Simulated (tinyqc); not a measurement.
Choosing the metal: Schottky barrier with interface states (Cowley-Sze model), image lowering and contact resistance. Computed by tinyqc, a small Python program. Command: `OMP_NUM_THREADS=1 python tinyqc.py 3014415 3014416 out.jsonl pinning walk`. One thread of a shared host (Intel(R) Xeon(R) Processor @ 2.30GHz), about 0.01 s of CPU time with the checks.

An n-type semiconductor under a metal. The barrier lies between the Schottky-Mott limit phi_M - chi and the Bardeen limit E_g - E_n, E_n being the neutrality level of the interface states; the space-charge term of the full Cowley-Sze expression is left out.

Inputs (values chosen for the exercise, with gap, mass and screening modelled on CdS):
```
quantity,value,unit
gap E_g,2.52,eV
electron affinity chi,4.18,eV
metal work function phi_M,4.98,eV
neutrality level E_n above the valence band,1.45,eV
interface-state density D,4.9e+12,cm^-2 eV^-1
dipole layer thickness delta,0.51,nm
dipole layer constant eps_i,1,-
dielectric constant eps_s,8.51,-
electron mass m_e,0.199,m_0
valleys M_c,1,-
donor density N,3.7e+15,cm^-3
temperature T,200,K
```

Pinning factor from: interface states.

Constants: e = 1.602176634e-19 C; eps_0 = 8.8541878128e-12 F/m; k_B = 8.617333262e-05 eV/K; hbar = 1.054571817e-34 J s; m_0 = 9.1093837015e-31 kg; k_B = 1.380649e-23 J/K; h = 6.62607015e-34 J s.

Method:
- S = 1/(1 + e^2 D delta/(eps_i eps_0)); for D per eV, e^2 D is the number e x D in SI units, with 1 cm^-2 = 1e4 m^-2.
- phi_B = S (phi_M - chi) + (1 - S)(E_g - E_n); the hole barrier is E_g - phi_B.
- A* = 4 pi e m_e M_c k_B^2/h^3 (a simple valley count); J_s = A* T^2 exp(-phi/k_B T).
- E_00 = (e hbar/2) sqrt(N/(m_e eps_s eps_0)), E_0 = E_00 coth(E_00/k_B T); scaling form of the contact resistivity rho_c = (k_B/(e A* T)) exp(phi_B/E_0), which is the thermionic result when E_00 << k_B T and keeps only the leading exponential of tunnelling when E_00 >> k_B T; image lowering is left out of it.

pinning factor S = 0.688612

Bardeen barrier = 1.07 eV

E_0 = 0.0172492 eV

Against work function:
```
phi_M (eV),Schottky-Mott (eV),phi_B (eV),J_0 (A/cm^2),rho_c (ohm cm^2)
4.18,0.00,0.3332,3.8443e-03,4.4106e+00
4.41,0.23,0.4916,3.9246e-07,4.2869e+04
4.64,0.46,0.6499,4.0066e-11,4.1667e+08
4.87,0.69,0.8083,4.0904e-15,4.0499e+12
5.09,0.91,0.9598,6.2268e-19,2.6407e+16
5.32,1.14,1.1182,6.3570e-23,2.5666e+20
5.55,1.37,1.2766,6.4898e-27,2.4947e+24
5.78,1.60,1.4350,6.6254e-31,2.4247e+28
```

A span of 1.60 eV in work function moves the barrier by 1.102 eV (slope S = 0.689) and rho_c by 27.7 decades. The barrier equals its Schottky-Mott value only at phi_M = chi + E_g - E_n = 5.25 eV, where the interface states are neutral.
